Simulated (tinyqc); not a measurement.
Temperature series and Richardson plot: current of a Schottky diode by thermionic-emission-diffusion theory, and its read-back from I-V-T and C-V data. Computed by tinyqc, a small Python program. Command: `OMP_NUM_THREADS=1 python tinyqc.py 3029707 3029708 out.jsonl schottky walk`. One thread of a shared host (Intel(R) Xeon(R) Processor @ 2.30GHz), about 0.01 s of CPU time with the checks.

Full ionisation, no tunnelling, no recombination current. V is the voltage across the junction itself, forward positive.

Inputs (values chosen for the exercise, modelled on n-type GaAs):
```
quantity                                     value          unit
Richardson constant A*                        7.78  A/(cm^2 K^2)
effective density of states at 300 K, N_c  4.9e+17        1/cm^3
permittivity eps                              12.9             -
mobility mu                                   5900    cm^2/(V s)
barrier without image force phi_0            0.797            eV
doping N                                   8.1e+15        1/cm^3
junction voltage V                            0.36             V
```

Barrier: uniform.

Constants: k_B = 8.617333262e-05 eV/K; e = 1.602176634e-19 C; eps_0 = 8.8541878128e-12 F/m.

Method:
- N_c(T) = N_c (T/300 K)^(3/2); V_bi = phi_0 - (k_B T/e) ln(N_c(T)/N); surface field F = sqrt(2 e N (V_bi - V - k_B T/e)/(eps eps_0)); image lowering d_phi = sqrt(e F/(4 pi eps eps_0)); effective barrier phi = phi_0 - d_phi.
- Collection velocity v_R = A* T^2/(e N_c(T)); diffusion velocity v_D = mu F; J = e N_c(T) v_R/(1 + v_R/v_D) exp(-phi/k_B T) [exp(e V/k_B T) - 1].
- Ideality n = (e/k_B T)/(d ln J/dV) by a central difference of +/- 1 mV; J_0 = J exp(-e V/(n k_B T)); apparent barrier phi_IV = k_B T ln(A* T^2/J_0); a C-V plot gives phi_CV = phi_0, the mean without lowering.
- A least-squares line of ln(J_0/T^2) against 1/(k_B T) gives a barrier (minus the slope) and a Richardson constant (exp of the intercept).

At the same junction voltage:
```
T (K)  1/k_B T (1/eV)       n  J_0 (A/cm^2)  phi_IV (eV)  ln(J_0/T^2)
200            58.023  1.0136    9.1822e-15      0.77504      -42.918
250            46.418  1.0149    1.1448e-10      0.77524      -33.934
300            38.682  1.0166    6.5893e-08      0.77541      -27.943
350            33.156  1.0188    6.4855e-06      0.77553      -23.662
400            29.011  1.0217    2.1070e-04      0.77555      -20.448
450            25.788  1.0257    3.2630e-03      0.77537      -17.944
```

barrier from the Richardson plot = 0.77468 eV

Richardson constant from the plot = 7.5917 A/(cm^2 K^2)

What does the comparison show, and why?

From 200 to 450 K n goes from 1.014 to 1.026 and phi_IV by less than the digits shown, at 0.775 eV. The plot returns 0.775 eV against phi_0 = 0.797 and a constant 0.976 times the true A*.

Extremes, crossings and ranges named in words are read from the listed rows.
